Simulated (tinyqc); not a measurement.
Worked calculation: Hueckel theory of the pi electrons, for the molecule c1ccc2[nH]ccc2c1 (SMILES; centres numbered as the heavy atoms are written). Computed by tinyqc, a small Python program that keeps every step. Settings: charge = 0. Command: `OMP_NUM_THREADS=1 python tinyqc.py 24687 24688 out.jsonl` (the two numbers bound the seeds that draw the settings). One thread of a shared host (Intel(R) Xeon(R) Processor @ 2.60GHz), about 0.01 s of CPU time with the checks.

## The Hueckel matrix

Centres:

| centre | z_r, pi electrons of the neutral centre | h |
|---|---|---|
| 1C | 1 | 0.000000 |
| 2C | 1 | 0.000000 |
| 3C | 1 | 0.000000 |
| 4C | 1 | 0.000000 |
| 5N | 2 | 1.300000 |
| 6C | 1 | 0.000000 |
| 7C | 1 | 0.000000 |
| 8C | 1 | 0.000000 |
| 9C | 1 | 0.000000 |

Bonds:

| i | j | k |
|---|---|---|
| 1 | 2 | 1 |
| 2 | 3 | 1 |
| 3 | 4 | 1 |
| 4 | 5 | 0.900000 |
| 5 | 6 | 0.900000 |
| 6 | 7 | 1 |
| 7 | 8 | 1 |
| 8 | 9 | 1 |
| 9 | 1 | 1 |
| 8 | 4 | 1 |

H_rr = alpha + h_r beta, H_rs = k_rs beta for bonded centres.

Hueckel matrix in units of beta (H = alpha + beta A), lower triangle:
```
          1C        2C        3C        4C        5N        6C        7C        8C
1C  0.000000
2C  1.000000  0.000000
3C  0.000000  1.000000  0.000000
4C  0.000000  0.000000  1.000000  0.000000
5N  0.000000  0.000000  0.000000  0.900000  1.300000
6C  0.000000  0.000000  0.000000  0.000000  0.900000  0.000000
7C  0.000000  0.000000  0.000000  0.000000  0.000000  1.000000  0.000000
8C  0.000000  0.000000  0.000000  1.000000  0.000000  0.000000  1.000000  0.000000
9C  1.000000  0.000000  0.000000  0.000000  0.000000  0.000000  0.000000  1.000000

          9C
9C  0.000000
```

## Orbitals

pi electrons, sum of z_r less the charge = 10

Diagonalise; E = alpha + x beta with beta < 0, so the largest x are filled first; degenerate levels share their electrons. P = sum n_i c_ri c_si; each orbital has its largest coefficient positive (the first on a tie).

x values: 2.504039  1.741918  1.307314  0.824580  0.569770  -0.852522  -1.154316  -1.484997  -2.155786

occupations: 2.000000  2.000000  2.000000  2.000000  2.000000  0.000000  0.000000  0.000000  0.000000

coefficients:
```
         MO1        MO2        MO3        MO4        MO5        MO6        MO7        MO8
1C  0.144389  -0.471904  -0.075384   0.507916  -0.102145  -0.149686   0.563733   0.197602
2C  0.154596  -0.415385  -0.387410   0.200524   0.355633  -0.366170  -0.347278  -0.370440
3C  0.242726  -0.251662  -0.431083  -0.342568   0.304774   0.461854  -0.162864   0.352500
4C  0.453200  -0.022989  -0.176151  -0.482999  -0.181982  -0.027571   0.535275  -0.153023
5N  0.575844   0.497816  -0.280240   0.302459  -0.305353  -0.185641  -0.268393   0.207430
6C  0.317177   0.267427   0.173873   0.323226   0.429736   0.471567   0.196638  -0.488857
7C  0.275963   0.017801   0.479523  -0.005687   0.519668  -0.234944   0.014571   0.539264
8C  0.373845  -0.236419   0.453014  -0.327916  -0.133644  -0.271272  -0.213458  -0.311949
9C  0.206959  -0.406634   0.288860   0.218293  -0.413833   0.493780  -0.303448   0.077002

          MO9
1C   0.321116
2C  -0.308021
3C   0.342910
4C  -0.431220
5N   0.088323
6C   0.092079
7C  -0.277995
8C   0.507218
9C  -0.384238
```

charge and bond-order matrix P, lower triangle:
```
           1C         2C         3C         4C         5N         6C         7C        8C
1C   1.035274
2C   0.626143   1.026431
3C  -0.037647   0.697522   1.036644
4C  -0.274339  -0.027434   0.603443   1.006707
5N   0.108327  -0.114275  -0.122757   0.416748   1.685349
6C   0.053533   0.176464  -0.090045  -0.254707   0.467179   0.982996
7C  -0.121346   0.066335   0.032239  -0.103269  -0.254021   0.794295   1.153004
8C  -0.043013  -0.265571   0.053111   0.555534  -0.175483  -0.058612   0.497207  1.052530
9C   0.706290  -0.028804  -0.345719   0.044268   0.056374  -0.200316  -0.055816  0.576176

          9C
9C  1.021065
```

## Energy, charges, bond orders

E = sum n x; q_r = z_r - P_rr; bond order p = P_rs; free valence = sqrt(3) - sum of p over the bonds of the atom.

pi energy = 10 alpha + this times beta = 13.895242

pi charges: 1C -0.035274, 2C -0.026431, 3C -0.036644, 4C -0.006707, 5N 0.314651, 6C 0.017004, 7C -0.153004, 8C -0.052530, 9C -0.021065

Bond orders and lengths from R = 1.517 - 0.180 p (angstrom, C-C alone):

| bond | p | R |
|---|---|---|
| 1-2 | 0.626143 | 1.404294 |
| 2-3 | 0.697522 | 1.391446 |
| 3-4 | 0.603443 | 1.408380 |
| 4-5 | 0.416748 | - |
| 5-6 | 0.467179 | - |
| 6-7 | 0.794295 | 1.374027 |
| 7-8 | 0.497207 | 1.427503 |
| 8-9 | 0.576176 | 1.413288 |
| 9-1 | 0.706290 | 1.389868 |
| 8-4 | 0.555534 | 1.417004 |

free valence of the carbons: 1C 0.399618, 2C 0.408386, 3C 0.431086, 4C 0.156326, 6C 0.470577, 7C 0.440549, 8C 0.103134, 9C 0.449584

gap between the highest filled and the next level = 1.422292 |beta|
